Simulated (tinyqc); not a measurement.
Polar nitride quantum well with polarisation fields: sweeps and comparisons. A value that a table varies takes the place of the one given here.

Growth along [0001]. e_par = (a_sub - a)/a, Ppz = 2 e_par (e31 - e33 C13/C33), P = Psp + Ppz in each layer; strain relaxation and the strain shift of the gaps are left out, although thick layers with more than about 1 % mismatch would relax.

In a periodic stack without free charge the potential drop over a period vanishes: F_w = (P_b - P_w) Lb/(eps0 (eps_w Lb + eps_b Lw)), F_b = -F_w Lw/Lb, eps0 = 8.8541878e-12 F/m; 1 MV/cm = 1e8 V/m = 0.01 V/angstrom.

Envelope functions on cells of 0.25 angstrom over barrier, well, barrier (widths Lb, Lw, Lb), psi = 0 beyond, psi'/m continuous (mean mass between points), c = hbar^2/2m0. With u(z) the integral of e F (F_w in the well, F_b = -F_w Lw/Lb in the barriers, 1 MV/cm = 0.01 V/angstrom), zero at the centre of the well, the electron sees u plus Vc in the barriers and the hole -u plus Vv. The transition is Eg + E_e + E_h; excitons are left out.

Constants: hbar^2/2m0 = 3.80998211 eV angstrom^2; hc = 1239.841984 eV nm.

Parameters, chosen for this exercise (near those of an InGaN well in GaN; not measured data):
- a_w = 3.292 angstrom (lattice constant a, well)
- a_b = 3.189 angstrom (lattice constant a, barrier)
- a_sub = 3.189 angstrom (in-plane lattice constant of the stack)
- Psp_w = -0.0288 C/m^2 (spontaneous polarisation)
- Psp_b = -0.0349 C/m^2 (spontaneous polarisation)
- e31_w = -0.352 C/m^2
- e31_b = -0.349 C/m^2
- e33_w = 0.675 C/m^2
- e33_b = 0.693 C/m^2
- C_w = 0.299 (C13/C33)
- C_b = 0.273 (C13/C33)
- eps_w = 11.7 (dielectric constant)
- eps_b = 10.3 (dielectric constant)
- Lb = 95 angstrom (barrier width)
- Eg = 2.354 eV (gap of the well)
- Vc = 0.738 eV (conduction offset)
- Vv = 0.347 eV (valence offset)
- me = 0.162 m0 (electron, well)
- meb = 0.2 m0 (electron, barrier)
- mh = 1.72 m0 (hole, everywhere)
- Ls = (12, 18, 24, 30, 36, 45) angstrom (well widths)
- Lw = 22 angstrom (well width)

## Width of the well

Field, levels and overlap anew for each width.

Results:
```
Lw (angstrom)  F_w (MV/cm)  E (eV)  E without field (eV)  overlap^2  ln overlap^2
12                  -3.541  2.7064                2.7884      0.599         -0.51
18                  -3.372  2.4657                2.6361      0.334         -1.10
24                  -3.218  2.2727                2.5507      0.135         -2.00
30                  -3.078  2.1044                2.4987     0.0425         -3.16
36                  -2.950  1.9518                2.4648     0.0106         -4.54
45                  -2.776  1.7451                2.4325   0.000956         -6.95
```

The red shift grows from 82 to 687 meV. The line drops below Eg between 18 and 24 angstrom, which a square well can never do. Over the last two rows dE/dLw = -23.0 meV per angstrom, against -|e F_w| = -27.8 in the last row; the field itself weakens by 22 % over the table, since a wider well shares the drop with the barrier. The overlap falls by a factor 626.

## Screening the field

F_w = -3.2680 MV/cm

Carriers or a semipolar orientation reduce the field; here it is simply scaled in well and barrier.

Results:
```
share of the field  F_w (MV/cm)  E (eV)     nm  overlap^2  separation (angstrom)
1.0                      -3.268  2.3335  531.3       0.19                   12.7
0.8                      -2.614  2.4062  515.3       0.28                   11.3
0.6                      -1.961  2.4700  502.0       0.40                    9.6
0.4                      -1.307  2.5227  491.5       0.58                    7.4
0.2                      -0.654  2.5600  484.3       0.81                    4.4
0.0                       0.000  2.5743  481.6       0.94                    0.0
```

Full screening shifts the line by -49.7 nm (+241 meV). The first fifth of the screening gives 73 meV and the last fifth 14 meV; a purely quadratic shift would give a ratio of 9, a linear one 1, and here it is 5.1.

## What each parameter does

Polarisation, field, levels and overlap anew. Each row changes one parameter from the base and keeps the others.

Results:
```
case                    F_w (MV/cm)  E (eV)  overlap^2  red shift (meV)
base                         -3.268  2.3335       0.19              241
Lw = 18 angstrom             -3.372  2.4657       0.33              170
Lb = 80 angstrom             -3.167  2.3463       0.20              228
a_sub = 3.179 angstrom       -3.267  2.3336       0.19              241
Psp_b = -0.0384 C/m^2        -3.549  2.3001       0.16              274
e33_w = 0.743 C/m^2          -3.370  2.3215       0.18              253
eps_w = 12.9                 -3.011  2.3630       0.22              211
mh = 1.2 m0                  -3.268  2.3546       0.22              229
Vc = 0.627 eV                -3.268  2.3129       0.17              250
```

The largest shifts from the base row, up to three for each result and ties (the steps differ in size, so this ranks the rows, not the parameters). F_w (MV/cm): Psp_b -0.281, eps_w +0.257, Lw -0.104; unchanged at the printed digits by mh and Vc. E (eV): Lw +0.1321, Psp_b -0.0335, eps_w +0.0294. overlap^2: Lw +0.145, mh +0.0345, eps_w +0.0305; unchanged at the printed digits by a_sub. red shift (meV): Lw -70, Psp_b +33, eps_w -29; unchanged at the printed digits by a_sub.

tinyqc: `OMP_NUM_THREADS=1 python tinyqc.py 1252157 1252158 out.jsonl`; about 0.04 s, one thread, shared Intel(R) Xeon(R) Processor @ 2.30GHz.
